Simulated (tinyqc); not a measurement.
Interdiffusion in a binary couple: Darken equations, Kirkendall shift and Boltzmann-Matano analysis: one step, computed by the program tinyqc. Command: `OMP_NUM_THREADS=1 python tinyqc.py 3027273 3027274 out.jsonl darken walk`. One thread of a shared host (Intel(R) Xeon(R) Processor @ 2.30GHz), about 0.01 s of CPU time with the checks.

x is the mole fraction of B; the molar volume is constant, and the two halves are long enough to count as infinite.

Task: Boltzmann-Matano diffusivity. D~(x) = area/(2 t slope), with z counted from the original interface (the Matano plane); 1 um^2 = 1e-12 m^2.

Inputs (values chosen for the exercise, for a model alloy A-B): temperature T = 1320 K; time t = 6600 s.

area -int z dx from x_L to the local x = 6.136655 um

slope dx/dz at the local x = 0.003132301 1/um

Give: D~ from the profile.

Result:

D~ from the profile = 1.4842e-13 m^2/s
